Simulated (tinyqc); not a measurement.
Landau levels of massive Dirac electrons in two valleys: sweeps and comparisons. A value that a table varies takes the place of the one given here.

H = hv (tau kx sx + ky sy) + (D/2) sz. Conduction levels E_N = sqrt(D^2/4 + 2N hv^2/l^2) - D/2 from the band edge; N = 1, 2, ... occur in both valleys, N = 0 in one valley only (its partner in the other valley lies at the valence edge). Each state is twofold in spin; spin splittings are left out, although in real dichalcogenides the spin-orbit splitting exceeds the level spacing and changes the filling sequence.

In a field B along z: l = 1/sqrt((e/hbar) B) is the magnetic length, n_B = B/(h/e) the number of states per area in one level, hbar wc = 2 muB B/m for mass m in m0; 1/angstrom^2 = 1e16/cm^2.

Level 0 takes 2 n_B electrons and each higher level 4 n_B. At zero temperature and without broadening EF sits in the partly filled level.

Constants: e/hbar = 1.519267448e-05 1/(T angstrom^2); h/e = 413566.7697 T angstrom^2; muB = 5.788381798e-05 eV/T.

Inputs chosen for the exercise (near those of a MoS2 monolayer; not measured data): hv = 3.59 eV angstrom (hbar v); D = 1.72 eV (gap); Bs = (2, 4, 6, 8, 10, 12, 15) T (fields); n = 14 x 1e11/cm^2 (electron sheet density); Bo = (2.67, 3.02, 3.47, 4.09, 4.97, 6.34, 8.74, 14.1, 36.2) T (fields); B = 5.8 T (magnetic field).

## The fan of levels

The four lowest levels against B, with their labels in order.

Levels (meV):
```
B (T),first,second,third,fourth,order
2.00,0.00,0.46,0.91,1.36,0 1 2 3
4.00,0.00,0.91,1.82,2.73,0 1 2 3
6.00,0.00,1.36,2.73,4.09,0 1 2 3
8.00,0.00,1.82,3.64,5.45,0 1 2 3
10.0,0.00,2.27,4.54,6.80,0 1 2 3
12.0,0.00,2.73,5.45,8.16,0 1 2 3
15.0,0.00,3.41,6.80,10.19,0 1 2 3
```

The fourth level grows as B^1.00 over the first two rows and B^0.99 over the last two (1 for a parabolic band without a fixed offset such as a valley splitting, 1/2 for massless Dirac electrons). The order of the levels does not change. Level 1 follows hbar wc = 2 hv^2/(l^2 D) while that is small against D: 3.4 meV against 3.4 meV in the last row.

## Oscillation of the Fermi level

Fixed density, zero temperature, no broadening. At B = 0, EF = sqrt(D^2/4 + hv^2 pi n) - D/2.

Filling:
```
B (T),nu,partly filled level,EF (meV),filled share
2.67,21.69,5,3.03,0.92
3.02,19.17,5,3.43,0.29
3.47,16.69,4,3.15,0.67
4.09,14.16,4,3.72,0.04
4.97,11.65,3,3.39,0.41
6.34,9.13,2,2.88,0.78
8.74,6.62,2,3.97,0.16
14.1,4.11,1,3.20,0.53
36.2,1.60,0,0.00,0.80
```

EF at B = 0 = 3.29 meV

EF runs between 0.0 and 4.0 meV around its zero-field value of 3.3 meV. It follows a level while that level empties and falls to the next one down when nu passes a filled shell; the partly filled level changes 5 times in this table.

## What each parameter does

The second and third levels from below, nu = n/n_B, and EF. Each row changes one parameter from the base and keeps the others.

Results:
```
case,second level (meV),third level (meV),nu,EF (meV)
base,1.32,2.64,9.98,2.64
B = 4.93 T,1.12,2.24,11.74,3.36
hv = 3.05 eV angstrom,0.95,1.90,9.98,1.90
D = 2.06 eV,1.10,2.20,9.98,2.20
n = 11.9 x 1e11/cm^2,1.32,2.64,8.49,2.64
```

The largest shifts from the base row, up to three for each result and ties (the steps differ in size, so this ranks the rows, not the parameters). second level (meV): hv -0.37, D -0.22, B -0.20; unchanged at the printed digits by n. third level (meV): hv -0.73, D -0.43, B -0.40; unchanged at the printed digits by n. nu: B +1.76, n -1.50; unchanged at the printed digits by hv and D. EF (meV): hv -0.73, B +0.72, D -0.43; unchanged at the printed digits by n.

Program tinyqc; command `OMP_NUM_THREADS=1 python tinyqc.py 1281111 1281112 out.jsonl`; about 0.01 s on one thread of a shared Intel(R) Xeon(R) Processor @ 2.30GHz.
